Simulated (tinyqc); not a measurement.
Worked calculation: FCI on RHF in the sto-3g basis, for H3-, spin multiplicity 1. The basis has no diffuse functions, so it cannot describe the extra electron: this is an exercise in the method, not the real anion. One step of it, computed by the program tinyqc.

Task: FCI: roots. Diagonalise (each vector has its largest component positive (the first on a tie)); all determinants have Ms = 0, so triplets appear too. The lowest singlet root is the correlation energy.

Occupation strings over the orbitals (2 doubly, a alpha, b beta, 0 empty; spin orbitals ordered 1a 1b 2a 2b ...): 220 2ab a2b 2ba b2a 202 ab2 ba2 022

H - E(HF) between determinants (hartree):
```
          220        2ab        a2b        2ba        b2a        202        ab2        ba2
220  0.000000   0.000000   0.000000   0.000000   0.000000   0.152684   0.000000   0.000000
2ab  0.000000   0.311668   0.000000  -0.152684   0.000000   0.000000  -0.149283   0.149742
a2b  0.000000   0.000000   0.496002   0.000000  -0.149438   0.149283   0.000000   0.000000
2ba  0.000000  -0.152684   0.000000   0.311668   0.000000   0.000000   0.149742  -0.149283
b2a  0.000000   0.000000  -0.149438   0.000000   0.496002  -0.149283   0.000000   0.000000
202  0.152684   0.000000   0.149283   0.000000  -0.149283   0.782069   0.000000   0.000000
ab2  0.000000  -0.149283   0.000000   0.149742   0.000000   0.000000   0.831840  -0.159340
ba2  0.000000   0.149742   0.000000  -0.149283   0.000000   0.000000  -0.159340   0.831840
022  0.149438   0.000000   0.010884   0.000000  -0.010884   0.159340   0.000000   0.000000

           022
220   0.149438
2ab   0.000000
a2b   0.010884
2ba   0.000000
b2a  -0.010884
202   0.159340
ab2   0.000000
ba2   0.000000
022   1.013101
```

Give: lowest roots of this matrix, relative to E(HF); lowest vectors; <S^2> of these roots; weight of the ground state by excitation level 0, 1, 2, ....

Result:

lowest roots of this matrix, relative to E(HF) (hartree): -0.0443  0.1590  0.3293  0.3466  0.4874  0.6725  0.8378  1.1263

lowest vectors:
```
      root 1   root 2   root 3  root 4
220   0.9769   0.0000   0.0000  0.0000
2ab   0.0000   0.7071   0.6444  0.0000
a2b   0.0392   0.0000   0.0000  0.7071
2ba   0.0000   0.7071  -0.6444  0.0000
b2a  -0.0392   0.0000   0.0000  0.7071
202  -0.1729   0.0000   0.0000  0.0000
ab2   0.0000  -0.0006   0.2911  0.0000
ba2   0.0000  -0.0006  -0.2911  0.0000
022  -0.1128   0.0000   0.0000  0.0000
```

<S^2> of these roots: 0.0000  2.0000  0.0000  2.0000  0.0000  2.0000  0.0000  0.0000

weight of the ground state by excitation level 0, 1, 2, ...: 0.9543  0.0031  0.0426
